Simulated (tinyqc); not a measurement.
Changing the background C_B: sheet resistance of a shallow doped layer with concentration-dependent mobility and limited activation. Computed by tinyqc, a small Python program. Command: `OMP_NUM_THREADS=1 python tinyqc.py 3022455 3022456 out.jsonl irvin sweep`. One thread of a shared host (Intel(R) Xeon(R) Processor @ 2.30GHz), about 0.03 s of CPU time with the checks.

A layer of one dopant lies in a background of the opposite type. Current flows parallel to the surface down to the junction; depletion is ignored.

Inputs (values chosen for the exercise, modelled on antimony in silicon):
```
quantity                          value        unit
surface concentration C_s       2.8e+20      1/cm^3
length l                            7.6          nm
tail abruptness                     3.1   nm/decade
mobility floor mu_min              57.8  cm^2/(V s)
mobility mu_max                    1390  cm^2/(V s)
reference density N_r          9.11e+16      1/cm^3
exponent alpha                    0.719           -
prefactor of the active limit   3.8e+21      1/cm^3
energy of the active limit        0.552          eV
anneal temperature T                750           C
```

Profile: box with exponential tail.

Constants: k_B = 8.617333262e-05 eV/K; e = 1.602176634e-19 C.

Method:
- C(x) = C_s for x < l and C_s 10^(-(x - l)/abruptness) beyond.
- Temperatures in kelvin are T(C) + 273.15.
- Active limit C_a = prefactor x exp(-energy/(k_B T)); the junction lies where C = C_B, and the profile exceeds C_a down to x_a (zero if C_s is below C_a). Slope at the junction in nm per decade = ln(10) C/|dC/dx|.
- Active density N = min(C, C_a); carriers n = N - C_B; mobility mu = mu_min + (mu_max - mu_min)/(1 + ((N + C_B)/N_r)^alpha).
- Integrals from 0 to x_j, where C = C_B (Gauss-Legendre, 60 points on each smooth piece; 1 nm = 1e-7 cm): dose int C dx, carriers int n dx, mean mobility int n mu dx/int n dx, R_s = 1/(e int n mu dx).

One run for each value; columns: (1) background C_B (1/cm^3); (2) junction depth x_j (nm); (3) sheet resistance R_s (ohm/square); (4) mean mobility (cm^2/(V s)); (5) abruptness at the junction (nm/decade):
```
(1)         (2)   (3)    (4)  (5)
1.00e+14  27.59  5165  120.1  3.1
4.00e+14  25.72  5167  120.1  3.1
2.00e+15  23.55  5175  119.9  3.1
7.00e+15  21.87  5195  119.6  3.1
3.00e+16  19.91  5262  118.6  3.1
1.00e+17  18.29  5408  117.0  3.1
6.00e+17  15.87  6182  111.8  3.1
```

What does the table show, and why?

Over the rows, junction depth x_j (nm) falls from 27.6 to 15.9 (exponent d ln y / d ln x -0.051 between the first rows and -0.079 between the last); sheet resistance R_s (ohm/square) rises from 5170 to 6180 (exponent d ln y / d ln x 2.7e-4 between the first rows and 0.075 between the last); mean mobility (cm^2/(V s)) falls from 120 to 112 (exponent d ln y / d ln x -2.1e-4 between the first rows and -0.025 between the last). A heavier background makes the junction shallower, removes carriers and adds scattering centres. Left out: 2.00e18, 1.00e19 (the active limit is under five times the background).

Caution (rows 3.00e16, 1.00e17, 6.00e17): the profile is steeper than the Debye length near the junction, so carriers spill over and deplete, and local neutrality can misjudge R_s by tens of per cent.
